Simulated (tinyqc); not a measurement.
Thermal and gravitational stress in a wafer during furnace and rapid thermal processing, and the onset of slip: one step, computed by the program tinyqc. Command: `OMP_NUM_THREADS=1 python tinyqc.py 3020595 3020596 out.jsonl slip walk`. One thread of a shared host (Intel(R) Xeon(R) Processor @ 2.30GHz), about 0.01 s of CPU time with the checks.

A thin free disc in plane stress, isotropic; T(r) = T_centre + dT (r/R)^n with n = 2. Stress is positive in tension; sigma_SB = 5.670374419e-8 W/(m^2 K^4), g = 9.80665 m/s^2.

Task: Ramp rate in a batch furnace. Critical resolved stress tau_c = A exp(U/(k_B T)), a form chosen for the exercise; slip when 0.492799 |s_tt(R)| > tau_c; allowed |dT| = tau_c (n + 2)/(0.492799 n alpha E). In a stack heated from the rim, heat flows inward by conduction and by radiation between wafers: k_eff = k + (16/3) sigma_SB T^3 s^2/t (a diffusion estimate with the spacing as path length). A steady ramp gives the parabolic lag dT = rho c (ramp) R^2/(4 k_eff); the allowed ramp uses n = 2.

Inputs (values chosen for the exercise, modelled on silicon):
```
quantity                              value        unit
wafer radius R                          100          mm
thickness t                             725  micrometre
Young's modulus E                       139         GPa
expansion alpha                        4.14      1e-6/K
temperature T                          1475           K
prefactor A of the critical stress  0.00024         MPa
energy U of the critical stress        1.08          eV
density rho                            2330      kg/m^3
heat capacity c                         984    J/(kg K)
conductivity k                         25.7     W/(m K)
wafer spacing s                         4.3          mm
ramp rate                                15       K/min
```

Constants: k_B = 8.617333262e-05 eV/K.

Give: k_eff; lag of the centre; allowed ramp rate.

Result:

k_eff = 50.451 W/(m K)

lag of the centre = 28.403 K

allowed ramp rate = 4.3795 K/min

Radiation carries 49 % of the inward flow. The ramp is 3.43 of the allowed one.
